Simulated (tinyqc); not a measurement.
# Worked calculation: carrier lifetime of an n-type layer with SRH, radiative, Auger and surface recombination

Program tinyqc, `OMP_NUM_THREADS=1 python tinyqc.py 2300040 2300041 out.jsonl`; Intel Xeon 2.30GHz, shared host, one thread, about 0.01 s. Printed values are rounded.

Uniform excess density dn = dp (no trapping), n = n0 + dn, p = p0 + dn, Boltzmann statistics, full ionisation. Surfaces enter as a rate 2 S dn/d, which holds while diffusion to them is fast.

Parameters, values chosen for the exercise; band and dielectric values close to those of silicon: temperature T = 400 K; band gap Eg = 1.1 eV; conduction-band density of states at T Nc = 4.25e19 cm^-3; valence-band density of states at T Nv = 4.06e19 cm^-3; radiative coefficient B = 4.72e-15 cm^3/s; donor density N = 9.9e17 cm^-3; Auger coefficient (two electrons) Cn = 2.9e-31 cm^6/s; Auger coefficient (two holes) Cp = 2.1e-31 cm^6/s; trap density Nt = 6.3e13 cm^-3; capture cross-section for electrons sn = 3e-17 cm^2; capture cross-section for holes sp = 8e-16 cm^2; thermal velocity (both carriers) vth = 1.8e7 cm/s; trap level below the conduction band Et = 0.77 eV; surface recombination velocity (both faces) S = 0 cm/s; sample thickness d = 200 um; generation rate G = 1.3e23 cm^-3 s^-1.

Constants: q = 1.602176634e-19 C, kB = 1.380649e-23 J/K, Vt = kB T/q. Results are converted to the units shown.

## Equilibrium densities and SRH constants

ni = sqrt(Nc Nv) exp(-Eg/(2 Vt)), Eg in volts; majority density N/2 + sqrt(N^2/4 + ni^2), n0 p0 = ni^2; n1 = Nc exp(-Et/Vt), p1 = Nv exp((Et - Eg)/Vt); tn0 = 1/(sn vth Nt), tp0 = 1/(sp vth Nt).

ni = 4.883852e12 cm^-3
n0 = 9.900000e17 cm^-3
p0 = 2.409294e7 cm^-3
n1 = 8.449206e9 cm^-3
p1 = 2.822988e15 cm^-3
tn0 = 2.939447e-5 s
tp0 = 1.102293e-6 s

## Starting value

dn = 8e17 cm^-3.

dn at the start = 8e17 cm^-3

## Iteration 1: new dn

With e = n p - ni^2 = dn (n0 + p0 + dn): U_SRH = e/(tp0 (n + n1) + tn0 (p + p1)), U_rad = B e, U_Aug = (Cn n + Cp p) e, U_s = 2 S dn/d. Substitution: tau = dn/U with U the sum, dn(new) = G tau.

U_SRH = 5.599949e22 cm^-3 s^-1
U_rad = 6.759040e21 cm^-3 s^-1
U_Aug = 9.839272e23 cm^-3 s^-1
U_s = 0 cm^-3 s^-1
tau = 7.643173e-7 s
dn after iteration 1 = 9.936125e16 cm^-3

## Iteration 2: new dn

As before.

U_SRH = 2.574424e22 cm^-3 s^-1
U_rad = 5.108942e20 cm^-3 s^-1
U_Aug = 3.645323e22 cm^-3 s^-1
U_s = 0 cm^-3 s^-1
tau = 1.584497e-6 s
dn after iteration 2 = 2.059847e17 cm^-3

## Course of the iteration

Stop when the step is below 1e-10 of the value, or after 40 iterations.

Course of the iteration:
```
iteration	dn before the step (cm^-3)	step (cm^-3)
1	8e17	-7.01e17
2	9.936125e16	1.07e17
3	2.059847e17	-4.81e14
4	2.055035e17	7.34e13
5	2.055769e17	-1.12e13
6	2.055657e17	1.70e12
7	2.055674e17	-2.60e11
8	2.055672e17	3.95e10
9	2.055672e17	-6.02e9
10	2.055672e17	9.17e8
11	2.055672e17	-1.40e8
12	2.055672e17	2.13e7
13	2.055672e17	-3.24e6
```

Converged in 13 iterations. At the solution d ln U/d ln dn = 1.15, so the logarithmic slope of the map is 1 - 1.15 = -0.15; its size is below 1, so substitution contracts.

## Lifetime, shares and quasi-Fermi splitting

converged dn = 2.055672e17 cm^-3

With e = n p - ni^2 = dn (n0 + p0 + dn): U_SRH = e/(tp0 (n + n1) + tn0 (p + p1)), U_rad = B e, U_Aug = (Cn n + Cp p) e, U_s = 2 S dn/d. tau = dn/U, shares of U, splitting Vt ln(n p/ni^2), radiative efficiency U_rad/U.

tau = 1.581286e-6 s
shares (%): SRH 25.39885, radiative 0.89233, Auger 73.70882, surface 0.00000
quasi-Fermi splitting = 0.7947177 V

Auger recombination takes the largest share. dn is 0.21 times the doping: intermediate injection.
